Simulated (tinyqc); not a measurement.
From one set of inputs to another, one input at a time: Raman shift of the zone-centre optical phonon of a diamond-structure crystal under stress. Computed by tinyqc, a small Python program. Command: `OMP_NUM_THREADS=1 python tinyqc.py 3012804 3012805 out.jsonl ramanstress ladder`. One thread of a shared host (Intel(R) Xeon(R) Processor @ 2.30GHz), about 0.01 s of CPU time with the checks.

Axes x, y, z are the cube axes. Strain shifts the threefold optical mode and can split it; p, q and r are the phonon deformation potentials.

The inputs printed are set A. Inputs not listed in the table keep their values of set A, so the rows need not describe a real material.

Inputs (values chosen for the exercise, modelled on germanium):

| quantity | value | unit |
|---|---|---|
| unstrained frequency omega_0 | 301.3 | 1/cm |
| p/omega_0^2 | -1.47 | - |
| q/omega_0^2 | -1.92 | - |
| r/omega_0^2 | -1.07 | - |
| C11 | 129 | GPa |
| C12 | 48.67 | GPa |
| C44 | 66.6 | GPa |
| stress sigma (tension positive) | 0.1 | GPa |
| polarisation angle phi | 60 | degree |
| temperature coefficient d omega/dT | -0.015 | 1/(cm K) |
| local temperature T | 400 | K |
| laser wavelength | 532 | nm |

Stress state: biaxial. Axis: [001].

Constants: h = 6.62607015e-34 J s; c = 299792458 m/s; k_B = 1.380649e-23 J/K.

Method:
- S11 = (C11 + C12)/D, S12 = -C12/D, D = (C11 - C12)(C11 + 2 C12), S44 = 1/C44.
- Equal biaxial stress in the plane normal to the axis (unit vector n): sigma_ij = sigma (delta_ij - n_i n_j).
- eps_xx = S11 sigma_xx + S12 (sigma_yy + sigma_zz), and cyclic; eps_xy = S44 sigma_xy/2 (tensor strain).
- Secular matrix: M_xx = p eps_xx + q (eps_yy + eps_zz), M_xy = 2 r eps_xy; its eigenvalues are omega^2 - omega_0^2, and the shifts are these over 2 omega_0.
- Backscattering from a (001) surface: incident polarisation (cos phi, sin phi, 0). With Raman tensors (R_z)_xy = (R_z)_yx = 1 and cyclic, only the z component u_z of a mode counts: I = u_z^2 sin^2(2 phi) for parallel and u_z^2 cos^2(2 phi) for crossed polarisers. An unresolved line sits at the intensity-weighted shift, which is M_zz/(2 omega_0).
- A temperature above 300 K shifts the line by (d omega/dT)(T - 300 K); divided by the shift per stress it poses as a stress; the total shift adds it to the shift of the observed line. The anti-Stokes to Stokes ratio is [(omega_L + omega_0)/(omega_L - omega_0)]^3 exp(-h c omega_0/(k_B T)) in photon counts, omega_L = 1/wavelength, resonance effects left out.

Each row keeps all changes above it:

| input moved | from | to | shift of the observed line (1/cm) | shift per stress (1/(cm GPa)) | anti-Stokes/Stokes ratio |
|---|---|---|---|---|---|
| set A | - | - | -0.292 | -2.919 | 0.3725 |
| p/omega_0^2 | -1.47 | -1.71 | -0.273 | -2.725 | 0.3725 |
| unstrained frequency omega_0 (1/cm) | 301.3 | 766 | -0.693 | -6.928 | 0.0812 |
| q/omega_0^2 | -1.92 | -1.53 | -0.481 | -4.809 | 0.0812 |
| local temperature T (K) | 400 | 310 | -0.481 | -4.809 | 0.0365 |
| C12 (GPa) | 48.67 | 28.1 | -0.612 | -6.121 | 0.0365 |
| stress sigma (tension positive) (GPa) | 0.1 | -0.21 | 1.285 | -6.121 | 0.0365 |
| r/omega_0^2 | -1.07 | -1.56 | 1.285 | -6.121 | 0.0365 |

Which inputs carry the difference?

Shift of the observed line goes from -0.292 to 1.29, +1.58 in all. The largest single move comes from stress sigma (tension positive) (+1.9), and unstrained frequency omega_0 works against it (-0.42). Shift per stress goes from -2.92 to -6.12, -3.2 in all. The largest single move comes from unstrained frequency omega_0 (-4.2), and q/omega_0^2 works against it (+2.12). anti-Stokes/Stokes ratio goes from 0.372 to 0.0365, a factor 0.0980 in all. The largest single move comes from unstrained frequency omega_0 (a factor 0.218). The single moves hold for this order of the switches; the total does not depend on the order.

Extremes, crossings and ranges named in words are read from the listed rows.
